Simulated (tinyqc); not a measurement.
Mesh and choice of bands: charge neutrality level from zone-averaged pseudopotential bands.

Empirical pseudopotential on the fcc lattice, atoms at +/- tau, tau = a (1,1,1)/8, no spin-orbit coupling. H(G,G') = c (2 pi/a)^2 |k + G|^2 delta + VS(q) cos(q.tau) + i VA(q) sin(q.tau), q = G - G', c = hbar^2/2m0; k and G in units of 2 pi/a; VS at |q|^2 = 3, 8, 11 and VA at 3, 4, 11, in rydberg, zero elsewhere. At each k the basis holds all G with |k + G|^2 up to 16; energies are counted from the fourth level at Gamma.

Mesh: k = sum_i (n_i + 1/2)/N b_i, n_i = 0 ... N - 1, b = (-1,1,1), (1,-1,1), (1,1,-1); points with the same sorted |kx|, |ky|, |kz| after folding to the shortest k + G are joined, with their count as weight. Neutrality (branch-point) level: E_N = (1/2) mean over k of [E5 + (E3 + E4)/2], E_n the n-th level from below.

Constants: hbar^2/2m0 = 3.80998211 eV angstrom^2; Ry = 13.60569312 eV.

Parameters, chosen for this exercise (out of a larger set: classic local form factors of the size used for GaAs, without spin-orbit coupling; not measured data): a = 5.632 angstrom (lattice constant); VS = (-0.233, 0.01, 0.06) Ry (symmetric form factors); VA = (0.071, 0.049, 0.009) Ry (antisymmetric form factors).

E_N with E5 alone, and with (E5 + E6)/2 in its place.

Results:

| N | joined points | E_N (eV) | E_N, two conduction bands (eV) |
|---|---|---|---|
| 1 | 1 | 0.3693 | 1.2004 |
| 2 | 2 | 0.3479 | 1.0517 |
| 3 | 6 | 0.5892 | 0.9588 |
| 4 | 10 | 0.5599 | 0.9734 |
| 5 | 19 | 0.5690 | 0.9649 |

For scale, the lowest gap of this set is 1.43 eV. Against N = 5 the errors are -200, -221, +20 and -9 meV for N = 1 to 4 (N = 1 is the L point alone). Taking the second conduction band in moves E_N by +0.40 eV, more than the mesh error at N = 2: the definition, not the mesh, limits the estimate. Local form factors place the indirect gaps only to a few tenths of an eV, and E_N moves with them.

Run: tinyqc, `OMP_NUM_THREADS=1 python tinyqc.py 1880169 1880170 out.jsonl`; Intel(R) Xeon(R) Processor @ 2.30GHz, one thread, shared host; about 0.09 s of CPU time with all checks.
